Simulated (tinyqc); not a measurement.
Berg model of reactive sputtering of a nitride or oxide: poisoning, hysteresis and pumping speed: one step, computed by the program tinyqc.

A diatomic gas reacts with bare metal on the target and on the collecting surfaces; ions remove metal and compound from the target. theta_t and theta_c are the compound fractions.

Problem. Steady state at the pressure P. Ion flux j = J/e; gas flux F = P/sqrt(2 pi M k_B T). Target: (2/z) alpha F (1 - theta_t) = j Y_c theta_t. Sputtered flows F_c = j Y_c theta_t A_t, F_m = j Y_m (1 - theta_t) A_t. Collector: (2/z) alpha F (1 - theta_c) A_c + F_c (1 - theta_c) = F_m theta_c. Gas use Q = alpha F [(1 - theta_t) A_t + (1 - theta_c) A_c] + P S/(k_B T); 1 sccm = 4.4780e17 molecules/s. Rate R = F_m + F_c, given relative to j Y_m A_t.

Inputs (values chosen for the exercise, close to those used for silicon nitride):

| quantity | value | unit |
|---|---|---|
| ion current density J | 8.7 | mA/cm^2 |
| target area A_t | 73 | cm^2 |
| collecting area A_c | 2900 | cm^2 |
| metal yield Y_m | 0.56 | - |
| compound yield Y_c | 0.14 | - |
| sticking coefficient alpha | 0.12 | - |
| reactive atoms per metal atom z | 1.33 | - |
| gas mass M | 28 | u |
| pumping speed S | 82 | l/s |
| gas temperature T | 300 | K |
| reactive partial pressure P | 0.017 | Pa |

Constants: e = 1.602176634e-19 C; u = 1.6605390666e-27 kg; k_B = 1.380649e-23 J/K.

Give: ion flux j; gas flux F; theta_t; theta_c; gas use; total flow Q; rate relative to clean metal.

Solution.

ion flux j = 5.430e+16 1/(cm^2 s)

gas flux F = 4.887e+16 1/(cm^2 s)

theta_t = 0.5370

theta_c = 0.9618

gas use (sccm): target 0.443, collector 1.451, pump 0.752

total flow Q = 2.645 sccm

rate relative to clean metal = 0.5972

The target is partly covered. The film is 96.2 % compound.
